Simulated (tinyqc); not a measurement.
Worked calculation: kinetics of strain relaxation and threading dislocations in mismatched semiconductor layers. Computed by tinyqc, a small Python program that keeps every step. Command: `OMP_NUM_THREADS=1 python tinyqc.py 3024809 3024810 out.jsonl threading walk`. One thread of a shared host (Intel(R) Xeon(R) Processor @ 2.30GHz), about 0.01 s of CPU time with the checks. Intermediate numbers are printed to about 5 digits and carried at full precision; extremes and crossings named in words are read from the listed rows.

60-degree dislocations on {111} planes of a (001) layer, isotropic elasticity. The Schmid factor is 1/sqrt(6), and a misfit segment relieves strain with b/2.

Inputs (values chosen for the exercise, for a model layer):
```
quantity                                     value          unit
misfit f                                    0.0508             -
shear modulus G                               59.2           GPa
Poisson ratio nu                              0.26             -
Burgers vector b                                 4      angstrom
glide activation energy Q                     1.57            eV
velocity prefactor v0                        23000   m/s per MPa
layer thickness h                               12            nm
anneal temperature T                           643             K
anneal time t                                   30             s
initial thread density rho_0                 22000        1/cm^2
multiplication constant delta                 3100           1/m
grading rate (misfit per thickness) R_f      0.012  1/micrometre
growth temperature of the buffer T_g           640             K
growth rate R_g                               0.62          nm/s
reaction radius r_A                              7            nm
final thickness of a thick uniform layer H     1.5    micrometre
aspect ratio of a trench                         2             -
```

Sources: multiplication.

Constants: k_B = 8.617333262e-05 eV/K.

## Excess stress and glide velocity at the start

Excess resolved stress tau = (1/sqrt 6) [2 G (1 + nu)/(1 - nu)] (e - e_eq), e_eq = b (1 - nu/4) [ln(h/b) + 1]/(4 pi (1 + nu) h), the Matthews-Blakeslee strain of an uncapped layer; glide velocity v = v0 tau exp(-Q/(k_B T)), tau in MPa.

equilibrium strain e_eq = 0.0086632

excess stress tau = 3468.0 MPa

mobility v/tau = 1.1382e-08 m/s per MPa

initial velocity = 39.471 micrometre/s

The layer carries 5.9 times its equilibrium strain. In the anneal time a thread would run 1200 micrometre at this speed. Caution: at stresses above about 1 GPa the linear velocity law understates glide, as stress lowers the kink barrier. Caution: at such misfit the layer islands and relaxes during the first nanometres, so a uniform strained start is an idealisation.

## Relaxation in the anneal

Threads run in two directions, so de/dt = -(b/4) rho v, and they multiply as d rho/dt = delta rho v. With x = e - e_eq, x0 = f - e_eq (fully strained at t = 0) and v = m S x (m the mobility, S x = tau): rho = rho_0 + (4 delta/b)(x0 - x), so dx/dt = -k x (a - x), k = delta m S, a = x0 + b rho_0/(4 delta): a logistic law, x = a/[1 + (a/x0 - 1) exp(k a t)]. The half time is that at which x = x0/2.

strain left e = 0.050530

share of the excess strain relieved = 0.64096 %

thread density = 8.5924e+05 1/cm^2

half time = 71.002 s

The layer stays metastable: too few threads move too slowly. The misfit lines laid down are 0.74 micrometre apart.

## Anneal temperature

The formulas are those given above.

After the time t:
```
T (K)  first velocity (micrometre/s)  relieved (%)  threads (1/cm^2)  half time (s)
568                       9.3633e-01    1.5323e-03        2.4002e+04     2.9931e+03
590                       3.0965e+00    5.6204e-03        2.9342e+04     9.0508e+02
617                       1.1960e+01    3.4372e-02        6.6898e+04     2.3433e+02
638                       3.1611e+01    3.0089e-01        4.1504e+05     8.8657e+01
663                       9.2787e+01    4.8532e+01        6.3417e+07     3.0204e+01
680                       1.8444e+02    9.9979e+01        1.3062e+08     1.5195e+01
704                       4.5975e+02    1.0000e+02        1.3065e+08     6.0958e+00
744                       1.8484e+03    1.0000e+02        1.3065e+08     1.5162e+00
```

The half time follows exp(Q/(k_B T)), a decade for each 56 K near 663 K. Relief goes from 0.30 % at 638 K to 100.0 % at 680 K: with multiplication the onset is abrupt, after an incubation in which threads breed, and the final density is set by delta, not by rho_0. Caution: rows with more than 50 % relieved leave out blocking by crossing misfit lines, which slows real layers.

## Graded buffer

In steady grading, strain is fed at R_f R_g and relieved at (b/4) rho v. As a glide-limited estimate, the driving stress is taken as the mean stress of the strained top zone, whose depth z solves R_f z/2 = e_eq(z), with strain R_f z at the surface; tau_g = S R_f z/2 is its mean; then rho = 4 R_f R_g/(b m tau_g), m = v0 exp(-Q/(k_B T_g)), S = (1/sqrt 6) 2 G (1 + nu)/(1 - nu), e_eq(z) = b (1 - nu/4) [ln(z/b) + 1]/(4 pi (1 + nu) z).

depth z of the strained zone = 166.37 nm

stress tau_g = 82.154 MPa

thread density of the buffer = 9.0870e+06 1/cm^2

buffer thickness f/R_f = 4.2333 micrometre

Raising T_g by 50 K would lower this density by a factor 7.9: fast glide lets few threads do the work.

## Thick uniform layer and trapping in a trench

A separate case, a thick relaxed layer. Pair reactions during growth: d rho/dh = -K rho^2 with K = 2 r_A tan(psi) and threads inclined by psi = 45 degrees (the <110> lines of {111} planes), so rho = 1/(K H) for a layer that starts with far more threads than that, as highly mismatched layers do. In a trench along [110] a thread on {111} rises at 54.74 degrees across the width, and leaves through the wall below the height w tan(54.74 degrees) = sqrt(2) w; the share of threads, evenly spread over the floor, that reach the top is max(0, 1 - a/sqrt 2) for the aspect ratio a.

thread density at H = 4.7619e+09 1/cm^2

share that reaches the top = 0

The trench traps all threads that cross it; those that run along it are not trapped. Thickness alone needs 7100 micrometre for 1e6 /cm^2.

Checks made by the program: strain against numerical integration (relative difference below 1e-10).
